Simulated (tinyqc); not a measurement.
Comparisons within one model: phonon-assisted absorption at an indirect gap. A value that a table varies takes the place of the one given here.

alpha(E) = sum_j A_j [N_j (E - Eg + w_j)^2 + (N_j + 1)(E - Eg - w_j)^2], each bracket counted only where its base is positive; N_j = 1/(exp(w_j/kB T) - 1). The first term absorbs a phonon and the second emits one; excitons and direct transitions are left out.

Photodiode (Gaertner form with a dead layer): QE = (1 - R) exp(-alpha xj) [1 - exp(-alpha W)/(1 + alpha L)], R = ((nr - 1)/(nr + 1))^2; responsivity = QE/E in A/W for E in eV.

Constants: kB = 8.617333262e-05 eV/K.

Values chosen for the exercise (loosely those of Si at room temperature; Eg is not tied to T; shifted at random, so the results belong to these values and not to a real crystal):
- Eg = 1.118 eV (indirect gap, held fixed unless listed)
- w = (56.1, 19.2) meV (two zone-edge phonons)
- A = (2700, 510) 1/(cm eV^2) (their strengths)
- T = 500 K
- nr = 3.63 (refractive index)
- xj = 0.13 micrometre (dead layer at the surface)
- W = 14 micrometre (depleted width)
- L = 4.6 micrometre (minority diffusion length below it)
- E = 1.457 eV (photon energy)

## The square root of alpha at three temperatures

The gap is held fixed, so only the phonon occupations change.

sqrt(alpha) (1/cm^(1/2)):

| E - Eg (eV) | 4 K | 300 K | 600 K |
|---|---|---|---|
| -0.04 | 0.000 | 0.300 | 0.598 |
| -0.02 | 0.000 | 0.673 | 1.340 |
| 0.00 | 0.000 | 1.125 | 2.181 |
| 0.02 | 0.018 | 1.651 | 3.118 |
| 0.04 | 0.470 | 2.293 | 4.173 |
| 0.07 | 1.356 | 3.510 | 5.997 |
| 0.10 | 2.921 | 5.223 | 8.263 |
| 0.15 | 5.704 | 8.459 | 12.453 |
| 0.20 | 8.519 | 11.832 | 16.824 |
| 0.30 | 14.171 | 18.690 | 25.739 |
| 0.45 | 22.662 | 29.061 | 39.249 |
| 0.60 | 31.157 | 39.461 | 52.810 |

What does this show, and why?

Below the gap only phonon absorption acts: at E - Eg = -0.02 eV sqrt(alpha) is 0.000, 0.673 and 1.340 at 4, 300 and 600 K. A straight line through the last two rows meets the axis at E - Eg = +0.0498, +0.0309 and +0.0159 eV: the intercept is roughly a weighted mean of the thresholds, not the gap, and it moves from the emission side towards Eg as the occupations grow. At the last row alpha grows by a factor 2.87 from the lowest to the highest temperature at fixed gap.

## Spectral response

Response:

| E (eV) | wavelength (nm) | alpha (1/cm) | 1/alpha (micrometre) | dead layer | collected | QE | A/W |
|---|---|---|---|---|---|---|---|
| 1.14 | 1088 | 7.71 | 1.30e+03 | 1.000 | 0.014 | 0.010 | 0.008 |
| 1.18 | 1051 | 22.8 | 439 | 1.000 | 0.041 | 0.028 | 0.024 |
| 1.24 | 1000 | 81.2 | 123 | 0.999 | 0.140 | 0.094 | 0.076 |
| 1.32 | 939 | 238 | 42.0 | 0.997 | 0.354 | 0.239 | 0.181 |
| 1.42 | 873 | 561 | 17.8 | 0.993 | 0.637 | 0.429 | 0.302 |
| 1.57 | 790 | 1.31e+03 | 7.64 | 0.983 | 0.900 | 0.599 | 0.382 |
| 1.77 | 700 | 2.80e+03 | 3.57 | 0.964 | 0.991 | 0.647 | 0.366 |
| 2.02 | 614 | 5.46e+03 | 1.83 | 0.932 | 1.000 | 0.631 | 0.312 |
| 2.32 | 534 | 9.81e+03 | 1.02 | 0.880 | 1.000 | 0.596 | 0.257 |
| 2.72 | 456 | 1.76e+04 | 0.569 | 0.796 | 1.000 | 0.539 | 0.198 |

What can be read from the table?

QE is highest, 0.647, at 1.77 eV of those listed and the responsivity at 1.57 eV; reflection alone caps QE at 0.677. Near the gap weak absorption limits it (collected share 0.014); at the top the dead layer passes 0.796. Far above the gap the quadratic law and a constant index are only rough.

## What moves the response

At the energy E. Each row changes one parameter from the base and keeps the others.

Results:

| case | alpha (1/cm) | QE |
|---|---|---|
| base | 715.9 | 0.4858 |
| Eg = 1.098 eV | 807.8 | 0.5125 |
| T = 550 K | 785.0 | 0.5063 |
| W = 28 micrometre | 715.9 | 0.6030 |
| L = 2.3 micrometre | 715.9 | 0.4596 |
| xj = 0.26 micrometre | 715.9 | 0.4813 |
| nr = 3.81 | 715.9 | 0.4724 |

How do the results move?

The largest shifts from the base row, up to three for each result and ties (the steps differ in size, so this ranks the rows, not the parameters). alpha (1/cm): Eg +91.9, T +69.1; unchanged at the printed digits by W, L, xj and nr. QE: W +0.1173, Eg +0.0268, L -0.0262.

(tinyqc, `OMP_NUM_THREADS=1 python tinyqc.py 1680229 1680230 out.jsonl`, Intel(R) Xeon(R) Processor @ 2.30GHz, 1 thread, shared host, about 0.01 s.)
